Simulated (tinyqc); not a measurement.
Inside a calculation. Model: Schottky diode by thermionic emission with image-force lowering and series resistance.

Program tinyqc, `OMP_NUM_THREADS=1 python tinyqc.py 2640080 2640081 out.jsonl`; Intel Xeon 2.30GHz, shared host, one thread, about 0.01 s. Printed values are rounded.

Metal on an n-type semiconductor with one parabolic valley; V > 0 is forward bias (metal positive). I = I0 [exp(Vj/(n Vt)) - 1] with Vj = V - I Rs; I0 = S A* T^2 exp(-(phi - dphi)/Vt), the lowering dphi taken at zero bias.

Inputs (values chosen for the exercise); band and dielectric values close to those of silicon: temperature T = 200 K; electron mass me = 0.256 m0; relative permittivity eps_r = 11.7; barrier height seen from the metal phi = 0.8 eV; donor density Nd = 1.8e16 cm^-3; area S = 0.0046 cm^2; ideality factor n = 1.23; series resistance Rs = 3.1 ohm; applied bias V = 0.9 V.

Constants: q = 1.602176634e-19 C, kB = 1.380649e-23 J/K, h = 6.62607015e-34 J s, m0 = 9.1093837015e-31 kg, Vt = kB T/q, eps0 = 8.8541878128e-14 F/cm where lengths are in cm. Results are converted to the units shown.

Range of the model: One isotropic valley is assumed; bands with several valleys have a larger Richardson constant and Nc. At the applied forward bias V the junction voltage comes within 3 Vt of Vbi (or passes it), where the depletion layer is gone and the emission formula overstates the current.

## Saturation current

A* = 4 pi q me m0 kB^2/h^3 (times 1e-4 for A/(cm^2 K^2)); Nc = 2 (2 pi me m0 kB T/h^2)^1.5 (times 1e-6 for cm^-3); xi = Vt ln(Nc/Nd), Vbi = phi - xi; surface field Em = sqrt(2 q Nd (Vbi - V - Vt)/(eps0 eps_r)); dphi = sqrt(q Em/(4 pi eps0 eps_r)). Here V = 0 in Em.

A* = 30.76435 A/(cm^2 K^2)
Nc = 1.769274e18 cm^-3
Vbi = 0.7209282 V
Em = 62.59374 kV/cm
dphi = 27.75546 meV
I0 = 1.964082e-16 A

The lowering raises I0 by a factor of 5.01.

## Iteration 1: junction voltage

Vj at the start = 0.4 V

Fixed-point step: I = (V - Vj)/Rs, then Vj(new) = n Vt ln(1 + I/I0).

Vj after iteration 1 = 0.7279992 V

## Iteration 2: junction voltage

As before.

Vj after iteration 2 = 0.7053779 V

## Course of the iteration

Stop when Vj changes by less than 1e-10 V, or after 50 iterations.

Course of the iteration:
```
iteration,Vj (V),change (V)
1,0.7279992,0.328
2,0.7053779,0.0226
3,0.7079972,2.62e-3
4,0.7077100,2.87e-4
5,0.7077417,3.17e-5
6,0.7077382,3.49e-6
7,0.7077386,3.85e-7
8,0.7077385,4.25e-8
9,0.7077385,4.68e-9
10,0.7077385,5.16e-10
11,0.7077385,5.69e-11
```

Converged in 11 iterations. The error shrinks by n Vt/(Rs (I + I0)) = 0.11 a step near the solution.

## Current and small-signal resistance

converged Vj = 0.7077385 V

I = I0 [exp(Vj/(n Vt)) - 1], dV/dI = Rs + n Vt/(I + I0).

I = 62.01983 mA
drop over Rs = 0.1922615 V
dV/dI = 3.441804 ohm
